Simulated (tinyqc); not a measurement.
Six-band hole subbands of a thin body in a field: sweeps and comparisons. A value that a table varies takes the place of the one given here.

Basis X, Y, Z times spin, hole energies counted downwards from the unstrained edge (the hydrostatic shift is left out), c = hbar^2/2m0. For a symmetric tensor T let C(T) have C_XX = L Txx + M (Tyy + Tzz), C_XY = N Txy (cyclic), L = c (g1 + 4 g2), M = c (g1 - 2 g2), N = 6 c g3. k = q + kz n, n the unit normal, q = k1 u + k2 v with u along the channel [1-10] and v = n x u. H = C(k k^T) + (Dso/3)(1 - L.sigma) - B + e F z with (L_k)_ij = -i epsilon_kij; B is the block C built from the traceless strain with 2b, -b and sqrt(3) d in place of L, M, N. Strain: exx = eyy = (s11 + s12) sx/2, ezz = s12 sx, exy = -s44 sx/4. Hard walls at z = 0 and t; basis sin(j pi z/t), j = 1 to Nz: kz^2 = (j pi/t)^2, kz = -i D with D_jl = 4 j l/(t (j^2 - l^2)), z_jj = t/2 and z_jl = -8 t j l/(pi (j^2 - l^2))^2 for j + l odd; 1 MV/cm = 0.01 eV/angstrom.

Nz = 14. E1 is the top subband at q = 0, gap the distance to the next pair, and the masses are c q^2/(E(q) - E1) at |q| = 0.02 1/angstrom (mean of the spin pair) along the channel [1-10] and across it in the plane; a dash marks a band that does not rise.

Constants: hbar^2/2m0 = 3.80998211 eV angstrom^2.

Values chosen for the exercise (near those of a p-type Si channel; the results hold for these values, not for the real material):
- g1 = 4.3 (Luttinger gamma1)
- g2 = 0.34 (gamma2)
- g3 = 1.45 (gamma3)
- Dso = 0.045 eV (spin-orbit splitting)
- b = -2.09 eV (tetragonal potential)
- d = -4.8 eV (trigonal potential)
- S = (7.57, -2.16, 12.51) 1/TPa (compliances s11, s12, s44)
- face = 110 (surface)
- t = 50 angstrom (body thickness)
- F = 0.8 MV/cm (field across the body)
- sx = 0 GPa (stress along the channel [1-10], negative in compression)

## Stress along the channel

Each row has its own sx.

Results:

| sx (GPa) | E1 (meV) | gap (meV) | m channel | m across |
|---|---|---|---|---|
| -3.0 | 2.4 | 72.4 | 0.114 | 0.276 |
| -2.0 | 38.4 | 72.3 | 0.114 | 0.276 |
| -1.0 | 74.4 | 72.2 | 0.114 | 0.277 |
| -0.5 | 92.4 | 72.1 | 0.115 | 0.277 |
| 0.0 | 110.3 | 71.9 | 0.115 | 0.277 |
| 0.5 | 128.1 | 71.0 | 0.115 | 0.277 |
| 1.0 | 145.8 | 65.4 | 0.117 | 0.277 |

Under 2 GPa of compression the channel mass goes from 0.115 to 0.114 m0, the mass across from 0.277 to 0.276; the gap to the next subband is 72, 72 and 65 meV at -2, 0 and +1 GPa. The lightest channel mass of the table, 0.114 m0, is at -3.0, -2.0 and -1.0 GPa. Compression changes the channel mass little here, since confinement on this face has already singled out the orbital that the stress favours.

## Surface orientation and number of bands

Three faces, six bands; and four bands, with Dso set to 1000 eV.

Results:

| case | E1 (meV) | gap (meV) | m channel | m across |
|---|---|---|---|---|
| (001) 6 bands | 225.4 | 18.1 | 0.405 | 0.405 |
| (001) 4 bands | 225.4 | 27.6 | 0.332 | 0.332 |
| (110) 6 bands | 110.3 | 71.9 | 0.115 | 0.277 |
| (110) 4 bands | 176.6 | 109.8 | 0.150 | 0.310 |
| (111) 6 bands | 163.4 | 27.8 | 0.284 | 0.286 |
| (111) 4 bands | 163.4 | 123.3 | 0.190 | 0.190 |

With six bands the top subband is shallowest on (110) (110.3 meV) and deepest on (001). The lightest channel mass is on (110) (0.115 m0). Dropping the split-off band moves E1 by 0.0, 66.3 and 0.0 meV and the gap by 9.5, 38.0 and 95.4 meV on the three faces, with Dso = 45 meV.

## What each parameter does

Six bands. Each row changes one parameter from the base and keeps the others.

Results:

| case | E1 (meV) | gap (meV) | m channel (m0) | m across (m0) |
|---|---|---|---|---|
| base | 110.3 | 71.9 | 0.115 | 0.277 |
| t = 60 angstrom | 110.3 | 71.8 | 0.115 | 0.277 |
| F = 1.1 MV/cm | 133.4 | 89.0 | 0.115 | 0.277 |
| sx = -0.5 GPa | 92.4 | 72.1 | 0.115 | 0.277 |
| g3 = 1.35 | 135.4 | 89.3 | 0.119 | 0.277 |
| g2 = 0.39 | 115.4 | 75.6 | 0.115 | 0.285 |
| Dso = 0.068 eV | 116.2 | 71.5 | 0.116 | 0.277 |
| d = -3.84 eV | 110.3 | 71.9 | 0.115 | 0.277 |

The largest shifts from the base row, up to three for each result and ties (the steps differ in size, so this ranks the rows, not the parameters). E1 (meV): g3 +25.1, F +23.1, sx -17.9; unchanged at the printed digits by t and d. gap (meV): g3 +17.5, F +17.2, g2 +3.8; unchanged at the printed digits by d. m channel (m0): g3 +0.004, Dso +0.001; unchanged at the printed digits by t, F, sx, g2 and d. m across (m0): g2 +0.008; unchanged at the printed digits by t, F, sx, g3, Dso and d.

(tinyqc, `OMP_NUM_THREADS=1 python tinyqc.py 1252616 1252617 out.jsonl`, Intel(R) Xeon(R) Processor @ 2.30GHz, 1 thread, shared host, about 0.4 s.)
